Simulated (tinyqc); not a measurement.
# Changing the starting silicon radius a0

Model: oxidation of curved silicon (wires and holes): cylindrical Deal-Grove kinetics with stress-retarded reaction. Computed by tinyqc, a small Python program. Command: `OMP_NUM_THREADS=1 python tinyqc.py 3029137 3029138 out.jsonl wireox sweep`. One thread of a shared host (Intel(R) Xeon(R) Processor @ 2.30GHz), about 0.02 s of CPU time with the checks.

Silicon fills r < a and oxide a < r < b. One volume of silicon gives 2.25 volumes of oxide, and the length is fixed.

Inputs (values chosen for the exercise, close to those used for silicon in dry oxygen):
```
quantity                      value        unit
prefactor B0                    788      um^2/h
activation energy E_B          1.24          eV
prefactor (B/A)0           5.27e+06        um/h
activation energy E_A             2          eV
starting oxide x_i                2          nm
viscosity prefactor eta0    1.6e-08        Pa s
viscosity energy E_eta         5.56          eV
critical shear stress s_c        73         MPa
activation volume V_k            12  angstrom^3
temperature T                   825           C
time t                          0.5           h
```

Shape: wire (convex).

Constants: k_B = 8.617333262e-05 eV/K.

Method:
- B = B0 exp(-E_B/(k_B T)), B/A = (B/A)0 exp(-E_A/(k_B T)), eta = eta0 exp(E_eta/(k_B T)); 1 um = 1000 nm.
- Temperatures in kelvin are T(C) + 273.15.
- Geometry: b^2 = b0^2 + 1.25 (a0^2 - a^2), b0 = a0 + x_i.
- Rate of oxide made per interface area: q = 1/[1/k + 2 a |ln(b/a)|/B], and |da/dt| = q/2.25. Reaction k = (B/A) exp(-sigma V_k/(k_B T)). New oxide pushes the old with radial speed u = 1.25 |da/dt| at r = a; the shear stress at radius r is s_c asinh(z a^2/r^2), z = 2 eta u/(a s_c) (Eyring flow), and the compressive normal stress at the interface is sigma = |int_a^b 2 s/r dr| = s_c |F(z) - F(z a^2/b^2)|, F(y) = int_0^y asinh(w)/w dw. q and sigma are solved together. 1 MPa angstrom^3 = 6.241509e-6 eV.
- Integrate da/dt adaptively (tolerance 1e-8); a wire counts as consumed at a = 0.5 nm and a hole as closed at b = 0.5 nm. Planar reference: x^2 + A x = B t + x_i^2 + A x_i, A = B/(B/A).

One run for each value:
```
starting silicon radius a0 (nm)  ratio to the planar thickness  oxide thickness (nm)  normal stress at time t (MPa)
5.0                                                    0.73603                2.7415                         943.48
9.7                                                    0.81900                3.0506                         570.03
19.0                                                   0.88948                3.3131                         319.95
36.0                                                   0.93624                3.4873                         175.30
69.0                                                   0.96554                3.5964                          91.42
130.0                                                  0.98169                3.6566                          47.31
260.0                                                  0.99104                3.6914                          22.61
500.0                                                  0.99548                3.7080                          11.14
```

Over the rows, ratio to the planar thickness rises from 0.736 to 0.995 (exponent d ln y / d ln x 0.16 between the first rows and 0.0068 between the last); oxide thickness (nm) rises from 2.74 to 3.71 (exponent d ln y / d ln x 0.16 between the first rows and 0.0068 between the last); normal stress at time t (MPa) falls from 943 to 11.1 (exponent d ln y / d ln x -0.76 between the first rows and -1.1 between the last). Curvature effects scale with thickness over radius and fade for large a0.

Caution (all rows): planar dry oxides this thin grow faster than Deal-Grove predicts. Caution (all rows): the oxide is taken as a purely viscous fluid in steady flow; elasticity, stress-dependent diffusion and thin-oxide enhancement are left out.
